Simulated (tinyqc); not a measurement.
# From one set of inputs to another, one input at a time

Model: equation-of-state fits to an energy-volume table made by a known binding curve. Computed by tinyqc, a small Python program. Command: `OMP_NUM_THREADS=1 python tinyqc.py 3026901 3026902 out.jsonl eosfit ladder`. One thread of a shared host (Intel(R) Xeon(R) Processor @ 2.30GHz), about 0.04 s of CPU time with the checks.

With x = (V/V_0)^(1/3), the energy per atom is E = -D [1 + eta (x - 1)] exp(-eta (x - 1)), so that B0 = D eta^2/(9 V_0) and B' = 1 + 2 eta/3. B' = dB/dP at P = 0.

The inputs printed are set A. Inputs not listed in the table keep their values of set A, so the rows need not describe a real material.

Inputs (values chosen for the exercise, for a model crystal):
```
quantity                                 value             unit
cohesive energy D                          7.5          eV/atom
true volume V_0                           37.3  angstrom^3/atom
stiffness eta                             7.75                -
compression V/V_0 for the pressure test    0.8                -
```

Binding curve: universal binding. Noise: none.

Constants: 1 eV/angstrom^3 = 160.2176634 GPa.

Method. B0 and B' from the formulas above; P = -dE/dV at V = c V_0 (c the compression chosen), from the curve itself.

Each row keeps all changes above it:
```
input moved                              from    to  exact B0 (GPa)  exact B'  exact pressure at c V_0 (GPa)
set A                                       -     -           215.0     6.167                          93.50
stiffness eta                            7.75  5.52           109.1     4.680                          40.43
true volume V_0 (angstrom^3/atom)        37.3  34.6           117.6     4.680                          43.58
cohesive energy D (eV/atom)               7.5  7.18           112.6     4.680                          41.72
compression V/V_0 for the pressure test   0.8  0.85           112.6     4.680                          26.55
```

Exact B0 goes from 215 to 113, a factor 0.524 in all. The largest single move comes from stiffness eta (a factor 0.507), and true volume V_0 works against it (a factor 1.08). Exact B' goes from 6.17 to 4.68, a factor 0.759 in all. The largest single move comes from stiffness eta (a factor 0.759). Exact pressure at c V_0 goes from 93.5 to 26.5, a factor 0.284 in all. The largest single move comes from stiffness eta (a factor 0.432). The single moves hold for this order of the switches; the total does not depend on the order.

Extremes, crossings and ranges named in words are read from the listed rows.
